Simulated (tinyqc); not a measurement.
What moves the results: sp3s* tight binding. A value that a table varies takes the place of the one given here.

sp3s* tight binding, nearest neighbours only: anion (a) at 0, cation (c) at a/4 (1,1,1), orbitals s, px, py, pz, s* on each; k in units of 2 pi/a. With phases e_j = exp(i (pi/2) k.n_j) for n = (1,1,1), (1,-1,-1), (-1,1,-1), (-1,-1,1): g0 = (e1+e2+e3+e4)/4, g1 = (e1+e2-e3-e4)/4, g2 = (e1-e2+e3-e4)/4, g3 = (e1-e2-e3+e4)/4. The diagonal holds the levels Esa, Epa, Exa (s*) and Esc, Epc, Exc. Anion-cation block: <sa|sc> = Vss g0; <sa|xc> = Vsapc g1; <xa|sc> = -Vscpa g1; <xa|xc> = Vxx g0; <xa|yc> = <ya|xc> = Vxy g3, <xa|zc> = <za|xc> = Vxy g2, <ya|zc> = <za|yc> = Vxy g1; <s*a|xc> = Vxapc g1; <xa|s*c> = -Vpaxc g1; y and z take g2 and g3 in place of g1; s-s* and s*-s* vanish.

Inputs chosen for the exercise (near a published set for Si, fitted to gaps, whose masses and valley positions are rough; shifted at random, so the results belong to these values and not to a real crystal):
```
symbol  value   unit  meaning
Esa     -4.184  eV    s level of the anion
Epa     1.72    eV    p level of the anion
Esc     -4.184  eV    s level of the cation
Epc     1.72    eV    p level of the cation
Exa     6.624   eV    s* level of the anion
Exc     6.624   eV    s* level of the cation
Vss     -8.365  eV    s-s
Vxx     1.738   eV    px-px
Vxy     4.521   eV    px-py
Vsapc   5.724   eV    s anion, p cation
Vscpa   5.724   eV    s cation, p anion
Vxapc   5.362   eV    s* anion, p cation
Vpaxc   5.362   eV    p anion, s* cation
eta     2             scaling exponent
D001    0.75          ratio -ezz/exx
```

## What the s* orbital does

The s* couplings Vxapc and Vpaxc are scaled by f; f = 0 is the plain sp3 model. Gaps from the top of the valence band at Gamma; the Delta value is the minimum on (x,0,0), 0.5 <= x <= 1.

Gaps (eV):
```
f      Gamma   Delta       L  x of the minimum
0.00  3.4760  4.1205  4.1015             0.500
0.25  3.4760  3.8259  3.9079             0.500
0.50  3.4760  3.1578  3.4789             0.569
0.75  3.4760  2.1978  2.9983             0.701
0.90  3.4760  1.5864  2.7204             0.725
1.00  3.4760  1.1788  2.4793             0.733
1.10  3.4760  0.7743  2.0586             0.737
```

What can be read from the table?

The gap at Gamma stays, since g1 to g3 vanish there. From f = 0 to 1 the s* levels lower the Delta value by 2.942 eV and L by 1.622 eV. For f = 0 and 0.25 the least value lies at x = 0.5, the end of the range: any valley further out lies above that value until s* has lowered it enough. The lowest of the three is Gamma at f = 0 and the Delta line at f = 1.

## Hydrostatic strain (sp3s* tight binding, strained)

Strain e moves each bond vector to d = (1 + e) d0 (no internal displacement for the diagonal strains used here) and k is given in fractions of the strained reciprocal cell, so the phases stay. Two-centre values Vss_sigma = Vss/4, Vsp_sigma = sqrt3 V/4 for each s-p and s*-p pair, Vpp_sigma = (Vxx + 2 Vxy)/4, Vpp_pi = (Vxx - Vxy)/4 are scaled by (d0/d)^eta and combined with the new direction cosines; the levels on the diagonal stay.

exx = eyy = ezz = e. Gaps as measured from the top of the valence band; the deformation potentials are (gap(0.01) - gap(-0.01))/0.06.

Gaps (eV):
```
e       Gamma   Delta       L  x of the minimum
-0.03  3.6943  1.1977  2.5085             0.722
-0.02  3.6193  1.1916  2.4989             0.725
-0.01  3.5466  1.1853  2.4892             0.729
0.00   3.4760  1.1788  2.4793             0.733
0.01   3.4075  1.1722  2.4414             0.736
0.02   3.3410  1.1653  2.3412             0.740
0.03   3.2765  1.1583  2.2437             0.743
```

gap deformation potentials (eV): Gamma -2.318, Delta -0.219, L -0.796

What can be read from the table?

Per unit of volume strain the gaps move by -2.32 (Gamma), -0.22 (Delta) and -0.80 eV (L). The lowest valley stays the Delta line over the range. These potentials follow from the one exponent eta, which fitted models replace by one for each integral; with it the sizes are rough, the sign for Delta can be wrong (in Si, Ge and the III-V crystals measured values are small and positive), and the pressures at which valleys cross, and which valley takes over, are rough too. A gap of zero, where one is listed, marks an s level that has sunk below the valence top.

## Biaxial strain splits the top of the valence band (sp3s* tight binding, strained)

No spin-orbit coupling; k = 0; exx = eyy = e, ezz = -D001 e. The four bonds keep equal lengths, and the sums over them give Vxx(e) for px and py and Vzz(e) for pz; each level is the lower root of [[Epa, V], [V, Epc]], and the s level the upper root of the s block. The shear potential b follows from E(x,y) - E(z) = 3 b (exx - ezz), taken as the slope between e = -0.005 and 0.005.

Couplings and levels at Gamma (eV):
```
e           ezz  Vxx(e)  Vzz(e)   E(x,y)     E(z)  E(x,y) - E(z) (meV)  upper s level
-0.020   0.0150  1.6581  1.9843   0.0619  -0.2643                326.2         4.3198
-0.010   0.0075  1.6989  1.8596   0.0211  -0.1396                160.7         4.2506
-0.005   0.0037  1.7187  1.7984   0.0013  -0.0784                 79.7         4.2158
0.005   -0.0037  1.7569  1.6784  -0.0369   0.0416                -78.5         4.1461
0.010   -0.0075  1.7754  1.6196  -0.0554   0.1004               -155.8         4.1112
0.020   -0.0150  1.8112  1.5044  -0.0912   0.2156               -306.7         4.0411
```

b = -3.014 eV

What can be read from the table?

Under tension in the plane (e > 0) the bonds tilt towards the plane, Vxx grows to 1.7754 and Vzz falls to 1.6196 eV at e = 0.01, and the pz state forms the top of the valence band, by 155.8 meV; under compression (e = -0.01) the px, py pair does, by 160.7 meV. The slope gives b = -3.01 eV, a rough value, since on-site strain terms are left out (measured values lie near -2 eV).

## What each parameter does

Gaps from the top of the valence band at Gamma; Delta is the minimum on (x,0,0), 0.5 <= x <= 1. A change on one sublattice alone makes the two atoms unequal. Each row changes one parameter from the base and keeps the others.

Results:
```
case             Ev (eV)  gap Gamma (eV)  gap Delta (eV)  gap L (eV)
base             -0.0180          3.4760          1.1788      2.4793
Vxy = 4.721 eV   -0.0180          3.4760          1.1788      2.5120
Vss = -8.165 eV  -0.0180          3.4760          1.1924      2.4818
Exc = 6.824 eV   -0.0180          3.4760          1.2148      2.5104
Exa = 6.424 eV   -0.0180          3.4760          1.1404      2.4174
Epc = 1.42 eV    -0.1745          3.4889          1.2643      2.5615
Esa = -3.884 eV  -0.0180          3.4760          1.2028      2.4843
```

What can be read from the table?

The largest shifts from the base row, up to three for each result and ties (the steps differ in size, so this ranks the rows, not the parameters). Ev (eV): Epc -0.1565; unchanged at the printed digits by Vxy, Vss, Exc, Exa and Esa. gap Gamma (eV): Epc +0.0129; unchanged at the printed digits by Vxy, Vss, Exc, Exa and Esa. gap Delta (eV): Epc +0.0855, Exa -0.0384, Exc +0.0360; unchanged at the printed digits by Vxy. gap L (eV): Epc +0.0822, Exa -0.0619, Vxy +0.0327. Vxy, Exc and Exa cannot move Ev or the gap at Gamma, whose blocks do not hold them; s parameters never move Ev, and move the gap only where the lowest empty level at Gamma is s-like.

(tinyqc, `OMP_NUM_THREADS=1 python tinyqc.py 1481071 1481072 out.jsonl`, Intel(R) Xeon(R) Processor @ 2.30GHz, 1 thread, shared host, about 0.07 s.)
